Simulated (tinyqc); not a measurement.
Segment and feed resistance from two drops.

Question. A rail is fed at one end through Rq; K loads of Ij follow, each after a segment Rs. The drop at load j is K Ij Rq + Rs Ij sum_(l=1..j) (K - l + 1). Find Rs, Rq and the worst drop, at the middle, if the rail were fed through Rq at both ends: K Ij Rq/2 + Rs Ij K^2/8 with the load taken as continuous.

Values chosen for this exercise: number of equal loads K = 21; current of each load Ij = 0.95 mA.

drops at the first and at the last load (mV): 20.947500  40.897500

Answer. The difference of the two drops is Rs Ij K (K - 1)/2, which gives Rs; the first drop then gives Rq.

Rs = 0.100 ohm
Rq = 0.950 ohm
drop at the middle with two feeds = 14.7 mV

Program tinyqc, `OMP_NUM_THREADS=1 python tinyqc.py 2770109 2770110 out.jsonl`; Intel Xeon 2.30GHz, shared host, one thread, about 0.1 s.
